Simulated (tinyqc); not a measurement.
Inside a calculation. Method: inverse iteration on a symmetric matrix. One step of it, computed by the program tinyqc.

Problem. Step 2. solve (A - shift) w = v; v' = w/|w| with its largest component positive (the first on a tie); lambda = v'^T A v'.

A:
```
,1,2,3,4
1,0.193000,0.312000,0.253000,0.939000
2,0.312000,0.194000,-0.625000,1.018000
3,0.253000,-0.625000,0.416000,0.094000
4,0.939000,1.018000,0.094000,0.698000
```

vector after step 1: 0.654293  -0.450770  0.188608  0.577177

shift = -0.010000

Give: vector after step 2; Rayleigh quotient after step 2.

Solution.

vector after step 2: -0.1598  0.3522  0.9006  0.1985

Rayleigh quotient after step 2 = 0.0059
